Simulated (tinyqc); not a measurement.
# Ballistic Schottky-barrier transistor with a one-dimensional channel, WKB contacts: what changes with what

Source Fermi level 0, drain Fermi level -Vd. Far from the contacts Ec = pn - psi, and the gate moves psi one to one; the band edges relax as exp(-x/lam) from pn at the source and pn - Vd at the drain; Ev = Ec - Eg. A carrier of energy w inside the channel band meets at a contact a barrier of height D (the contact edge beyond the channel edge): T = 1 for w >= D, else exp(-S), S = 4 lam sqrt(m/C) [sqrt(D - w) - sqrt(w) arctan sqrt((D - w)/w)], C = hbar^2/(2 m0). The two contacts combine as Ts Td/(Ts + Td - Ts Td).

Parameters, values chosen for the exercise; channel values close to those of a germanium nanowire: temperature T = 300 K; band gap Eg = 0.66 eV; barrier for electrons at both contacts pn = 0.47 eV; electron mass mn = 0.12 m0; hole mass mp = 0.15 m0; valleys or subbands g = 2; screening length at the contacts lam = 3 nm; drain bias Vd = 0.05 V.

Constants: q = 1.602176634e-19 C, kB = 1.380649e-23 J/K, hbar = 1.054571817e-34 J s, h = 6.62607015e-34 J s, m0 = 9.1093837015e-31 kg, Vt = kB T/q, hbar^2/(2 m0) = 0.0380998212 eV nm^2. Results are converted to the units shown.

Each table varies one quantity; the others keep the values above.

## Ambipolar transfer curve

I = g (2 q^2/h) int T(w) [f(Es + w) - f(Ed + w)] dw, f(y) = 1/(1 + exp(y/Vt)). Electrons: Ds = psi, Dd = psi - Vd, Es = Ec, Ed = Ec + Vd. Holes: Ds = -psi, Dd = Vd - psi, Es = -Ev, Ed = -Ev - Vd. The size of each current is taken; both flow from drain to source and add. The integrals are converged. Swing = d(psi)/d(log10 I).

Results:
```
ps (V)  electrons (uA)  holes (uA)    I (uA)  swing (mV/decade)
-0.15        1.316e-10     0.07863   0.07863             -146.1
-0.08         1.974e-9     0.02469   0.02469             -136.4
-0.01         2.960e-8    0.007392  0.007392             -129.0
0.13          5.685e-7    9.979e-5  1.004e-4             -60.03
0.2           2.147e-6    6.655e-6  8.803e-6             -94.29
0.27          9.121e-6    4.438e-7  9.565e-6              122.9
0.34          4.344e-5    2.960e-8  4.347e-5              100.3
0.41          2.257e-4    1.974e-9  2.257e-4              96.14
0.48          0.001189   1.316e-10  0.001189              100.5
0.55          0.005079   8.779e-12  0.005079              126.4
0.62           0.01522   5.854e-13   0.01522              172.3
```

Estimate the missing row, ps = 0.06 V.

Computed row:
```
ps (V)  electrons (uA)  holes (uA)    I (uA)  swing (mV/decade)
0.06          1.564e-7    0.001496  0.001496             -59.55
```

With this row back in the table: I goes from 0.0786 through a minimum of 8.80e-6 (at ps = 0.2 V among the rows listed) to 0.0152 uA; the exact minimum lies at psi = 0.230 V. Holes carry the left branch and electrons the right. The ratio of the last row to the smallest is 1730 and of the first row 8930, with barriers of 0.47 eV for electrons and 0.190 eV for holes. The steepest swing among the rows is 59.6 mV/decade, against the thermionic limit 59.5.

## Barrier height from the temperature dependence

Same model as above.

The apparent barrier is -d ln(I_e/T^1)/d(q/kB T), taken between T - 10 K and T + 10 K for the electron current.

Barrier height from the temperature dependence:
```
ps (V)  electrons (uA)  Ec (eV)  apparent barrier (eV)
-0.25         2.75e-12    0.720                  0.712
-0.18         4.12e-11    0.650                  0.642
-0.11         6.18e-10    0.580                  0.572
-0.04          9.27e-9    0.510                  0.502
0              4.36e-8    0.470                  0.462
0.1            3.29e-7    0.370                  0.399
0.17           1.20e-6    0.300                  0.350
0.24           4.83e-6    0.230                  0.294
0.31           2.20e-5    0.160                  0.232
0.38           1.10e-4    0.090                  0.168
0.45           5.89e-4    0.020                  0.103
```

What does the table show?

For psi < 0 the channel edge is the highest point, and the apparent barrier follows Ec one to one (0.712 eV against 0.720). At flat band it is 0.462 eV (psi = 0 V), near pn = 0.47 eV. Beyond, the top stays at pn but tunnelling lowers the apparent value to 0.103 eV in the last row, so only the point where the line bends gives the true barrier.

Range of the model: No scattering, image-force lowering, channel charge or band-to-band tunnelling; parabolic kappa overstates S deep in the gap.

Numbers from tinyqc (`OMP_NUM_THREADS=1 python tinyqc.py 2390120 2390121 out.jsonl`; about 0.03 s on one thread of a shared Intel Xeon 2.30GHz).
